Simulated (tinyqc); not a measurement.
## Double-gate transistor below threshold, two-dimensional Poisson equation on a small mesh: effect of the drain voltage

Half of a symmetric double-gate structure: row 0 is the mid-plane of the body, where the normal field vanishes. Mobile charge is neglected (subthreshold), the body is fully depleted, and potentials are counted from the intrinsic level; rows run upward to the gate, columns from source to drain.

Mesh: rows i = 0..12 in the semiconductor (step hs = tb/12, row 12 on the interface), then 8 step(s) ho = tox/8 up to the gate row 20; columns j = 0..80 (step hy = L/80). Box integration, divided by eps0: up_i = eps hy/h of the interval above row i, dn_i = that of the interval below (0 for row 0), lat_i = (sum of eps h/2 over the intervals above and below)/hy, s_i = -q Na w_i hy/eps0 with w_i the semiconductor height of the box (hs/2 for row 0 and the interface row, hs between, 0 in the insulator). Each free node obeys (up + dn + 2 lat) psi = up psi(above) + dn psi(below) + lat [psi(left) + psi(right)] + s. Fixed values: gate row Vg - Vfb; column 0 at Vbi and the last column at Vbi + Vd in the semiconductor, each running linearly to Vg - Vfb across the insulator. The system is solved directly. On row 0 the minimum of psi and its place come from a parabola through the three lowest nodes; barrier = Vbi - minimum, swing = Vt ln 10/(d psi/dVg), DIBL = (d psi/dVd)/(d psi/dVg) there. Lambda = pi/k with k the smallest positive root of tan(k tox) tan(k tb) = eox/eps_r.

Inputs (values chosen for the exercise); semiconductor permittivity close to that of silicon:
- T = 293 K (temperature)
- eps_r = 11.8 (relative permittivity of the semiconductor)
- eox = 22 (relative permittivity of the insulator)
- tb = 8 nm (half the body thickness)
- tox = 6.2 nm (insulator thickness)
- L = 54 nm (channel length)
- Na = 2.5e18 cm^-3 (acceptor density of the depleted body)
- Vbi = 0.47 V (potential of the source)
- Vfb = 0.09 V (gate offset)
- Vg = 0.05 V (gate voltage)

Constants: q = 1.602176634e-19 C, kB = 1.380649e-23 J/K, Vt = kB T/q, eps0 = 8.8541878128e-14 F/cm where lengths are in cm. Results are converted to the units shown.

Effect of the drain voltage:
```
Vd (V)  L/Lambda  barrier (V)  place y/L  swing (mV/decade)  DIBL (mV/V)
0.05       2.262       0.6826     0.4950              62.78        38.51
0.25       2.262       0.6759     0.4778              62.84        34.13
0.45       2.262       0.6699     0.4640              62.94        30.99
0.65       2.262       0.6644     0.4525              63.06        28.61
0.85       2.262       0.6593     0.4426              63.20        26.71
1.05       2.262       0.6545     0.4338              63.34        25.16
```

As Vd goes from 0.05 to 1.05 V, the barrier falls from 0.683 to 0.655 V, the swing rises from 62.8 to 63.3 mV a decade and DIBL falls from 38.5 to 25.2 mV/V; the ideal swing is 58.1. The barrier top moves from y/L = 0.495 to 0.434, towards the source.

Numbers from tinyqc (`OMP_NUM_THREADS=1 python tinyqc.py 2480133 2480134 out.jsonl`; about 0.2 s on one thread of a shared Intel Xeon 2.30GHz).
